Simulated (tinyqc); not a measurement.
Heavy doping: gap narrowing, degeneracy and the minority density: one step. Degeneracy of the majority band. Two cases, with inputs chosen for the exercise.

Question. Solve for eta and form gam.

F_j(eta) = (1/Gamma(j + 1)) integral_0^infinity x^j dx/(1 + exp(x - eta)), which tends to exp(eta) for eta << 0.

Majority: N = Nc F_1/2(eta), eta the distance of EF beyond the majority band edge in kT. Degeneracy factor gam = F_1/2(eta)/exp(eta). ni0^2 = Nc Nv exp(-Eg/kT); product n p = ni0^2 gam exp(dEg/kT), dEg the true narrowing; apparent narrowing dEa = dEg + kT ln gam; minority density = n p/N.

Case 1.

Values chosen (out of a larger set: gap and densities of states near those of GaAs at this temperature; narrowing constants of the size fitted for Si, not for this material; not measured data): N = 2.1e+17 1/cm^3 (ionised donors, equal to the majority density); Nc = 4.38e+17 1/cm^3 (conduction-band density of states).

Case 2.

Values chosen (out of a larger set: gap and densities of states near those of Si at this temperature; narrowing constants near the fits for Si; not measured data): N = 5e+19 1/cm^3 (ionised donors, equal to the majority density); Nc = 5.04e+19 1/cm^3 (conduction-band density of states).

Give: N/Nc; eta; gam.

Answer.

Case 1.

N/Nc = 0.4795
eta = -0.5667
gam = 0.8450

Case 2.

N/Nc = 0.9921
eta = 0.3380
gam = 0.7075

Computed by tinyqc, one run a case: `OMP_NUM_THREADS=1 python tinyqc.py N N+1 out.jsonl` with N = 1680878, 1681110; one thread of a shared Intel(R) Xeon(R) Processor @ 2.30GHz, about 0.01 s a run at most.
